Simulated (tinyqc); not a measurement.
Worked calculation: X-ray photoelectron analysis of a thin oxide on a semiconductor: attenuation lengths, thickness, angle series and band offsets. Computed by tinyqc, a small Python program that keeps every step. Command: `OMP_NUM_THREADS=1 python tinyqc.py 3110356 3110357 out.jsonl xps walk`. One thread of a shared host (Intel(R) Xeon(R) Processor @ 2.30GHz), about 0.01 s of CPU time with the checks. Intermediate numbers are printed to about 7 digits and carried at full precision; extremes and crossings named in words are read from the listed rows.

The same element is seen in the oxide and in the substrate, at nearly the same kinetic energy; films are flat and uniform, and the work function is ignored.

Inputs (values chosen for the exercise, modelled on SiO2 on silicon):
```
quantity                                          value     unit
photon energy                                      2000       eV
binding energy of the core level                   99.4       eV
oxide density                                      2.25   g/cm^3
oxide formula mass                                60.08    g/mol
valence electrons per oxide formula                  16        -
oxide gap                                          8.86       eV
substrate density                                  2.33   g/cm^3
substrate formula mass                            28.09    g/mol
valence electrons per substrate formula               4        -
substrate gap                                      1.12       eV
oxide thickness d                                   5.3       nm
emission angle from the normal                        0  degrees
attenuation length over inelastic mean free path   0.89        -
carbon overlayer                                   0.33       nm
counts in the two peaks together                  40000        -
valence band offset used to make the data          4.47       eV
core level less valence band top, substrate       98.71       eV
core level less valence band top, thick oxide     98.09       eV
field in the oxide                                  1.4    MV/cm
```

## Inelastic mean free paths

TPP-2M: lambda = E/(E_p^2 [b ln(c E) - C/E + D/E^2]) in angstrom, E_p = 28.8 sqrt(N_v rho/M), b = -0.10 + 0.944/sqrt(E_p^2 + E_g^2) + 0.069 rho^0.1, c = 0.191/sqrt(rho), U = N_v rho/M, C = 1.97 - 0.91 U, D = 53.4 - 20.8 U, with E = photon energy less binding energy in eV. Attenuation length L = factor x lambda.

kinetic energy E = 1900.6 eV

Terms:
```
layer      E_p (eV)           b          c  lambda (nm)
oxide      22.29353  0.01417894  0.1273333     4.960637
substrate  16.58917  0.03186580  0.1251283     3.980788
```

L in the oxide = 4.414967 nm

L in the substrate = 3.542901 nm

## Peak ratio

R_0 = (rho_o/M_o) L_o/((rho_s/M_s) L_s); peak ratio R = I_ox/I_sub = R_0 [exp(d/(L_o cos theta)) - 1]; hence d = L_o cos theta ln(1 + R/R_0). A carbon layer weakens both peaks alike, by exp(-d_C/(L_o cos theta)) if its L is taken equal to L_o. This R_0 leaves out intrinsic losses from the substrate peak, so calibrated values can be larger.

R_0 = 0.5626222

d/(L_o cos theta) = 1.200462

ratio R = 1.306212

oxide share of the counts = 0.5663886

attenuation by carbon = 0.9279794

depth 3 L_o cos theta = 13.24490 nm

## Error budget of the thickness

With x = d/(L_o cos theta): d ln d/d ln R = (1 - exp(-x))/x = -d ln d/d ln R_0; counting error of R = 1/sqrt(N f (1 - f)), f the oxide share, which times the sensitivity gives that of d; an angle error adds tan(theta) d theta; d is proportional to L_o at fixed R_0. Assumed errors: 5 % in R_0, 1 degree, 5 % in L_o.

sensitivity to R = 0.5822300

counting error of d = 0.5874311 %

R_0 = 2.911150 %

angle = 0 %

L_o = 5 %

The attenuation length is the largest of these terms.

## Angle series: uniform film or islands?

Islands: half of the surface carries 2 d and half none, R = R_0 (1/2)(1 - t)/(1/2 + t/2) with t = exp(-2 d/(L_o cos theta)); the apparent thickness is read with the uniform formula.

Against the angle:
```
theta (degrees)  R, uniform  R, islands  apparent d, islands (nm)
0                   1.30621   0.4691118                  2.677182
20                  1.45588   0.4815026                  2.565256
35                  1.87335   0.5056366                  2.318835
45                  2.51010   0.5261205                  2.060955
55                  3.99953   0.5457650                  1.717048
65                  9.07224   0.5587983                  1.286954
75                 57.59063   0.5625169                  0.791937
```

A uniform film gives d = 5.3 nm at every angle. The island film of the same volume reads 2.68 nm at normal emission and 0.792 nm at 75 degrees; its ratio cannot pass R_0, since the bare half always shows the substrate.

## Band offsets by core levels

Valence band offset = (E_core - E_v)(substrate) - (E_core - E_v)(oxide) + (core level separation at the interface, oxide less substrate). The separation is made here from the given offset; a uniform field F that raises the binding energy towards the surface shifts the oxide peak by e F <z>, <z> = d/(1 - exp(-x)) - d/x, x = d/(L_o cos theta), being the mean distance from the interface. Conduction band offset = oxide gap - substrate gap - valence band offset.

separation without field = 3.85 eV

<z> = 3.167891 nm

separation with field = 4.293505 eV

apparent valence band offset = 4.913505 eV

true conduction band offset = 3.27 eV

apparent conduction band offset = 2.826495 eV

The field biases both offsets by 0.44 eV, in opposite directions.

Checks made by the program: thickness recovered (relative difference below 1e-10).
